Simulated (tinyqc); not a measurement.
Haynes-Shockley experiment: what a collector records, against the distance from injector to collector.

A sheet injected at x = 0, t = 0 gives at x = L the signal n(t) = N0 exp(-t/tau - (L - v t)^2/(4 D t))/sqrt(4 pi D t), D = mu Vt, v = mu F. Its peak lies at tp = [-D + sqrt(D^2 + u^2 L^2)]/u^2, u^2 = v^2 + 4 D/tau; dt is the full width at half height. Simple readings: mobility L/(F tp), diffusion coefficient (L dt/tp)^2/(16 ln 2 tp). Area v times the integral of n over N0: (v/u) exp(L (v - u)/(2 D)).

Inputs (values chosen for the exercise):
- T = 300 K (temperature)
- mu = 441 cm^2/(V s) (minority-carrier mobility)
- F = 2.7 V/cm (sweep field along the drift)
- tau = 0.0001 s (lifetime)

Constants: q = 1.602176634e-19 C, kB = 1.380649e-23 J/K, Vt = kB T/q. Results are converted to the units shown.

Result of one run:
```
L/v (us)	tp (us)	dt (us)	apparent mobility (cm^2/(V s))	apparent D (cm^2/s)	area	exp(-L/(v tau))
13.437	7.0929	20.395	835.47	26.907	0.76762	0.87426
```

Which distance from injector to collector L gave this result: 98, 160, 710, 1200 or 3100 um?

L = 160 um.

The whole series:
```
L (um)	L/v (us)	tp (us)	dt (us)	apparent mobility (cm^2/(V s))	apparent D (cm^2/s)	area	exp(-L/(v tau))
98	8.2305	3.3111	13.227	1096.2	41.734	0.80572	0.92099
160	13.437	7.0929	20.395	835.47	26.907	0.76762	0.87426
260	21.836	13.860	29.284	694.77	19.631	0.70992	0.80384
430	36.113	25.912	40.698	614.61	15.872	0.62161	0.69689
710	59.629	46.139	54.862	569.94	13.929	0.49946	0.55085
1200	100.78	81.790	73.533	543.39	12.831	0.34058	0.36502
1900	159.57	132.85	94.061	529.70	12.283	0.19710	0.20277
3100	260.35	220.46	121.47	520.79	11.933	0.077171	0.074013
```

True values: mu = 441 cm^2/(V s), D = 11.4 cm^2/s. The apparent mobility is 2.49 times the true one in the first row and 18 % above it in the last, and the apparent D 3.66 times and 4.7 % above D. The peak always comes before L/v, since spreading and decay both weigh down the later part of the signal; the shift is 60 % and 15 % in these rows.

Computed by the program tinyqc: `OMP_NUM_THREADS=1 python tinyqc.py 2310112 2310113 out.jsonl`, one thread of a shared Intel Xeon 2.30GHz, about 0.01 s for the whole run.
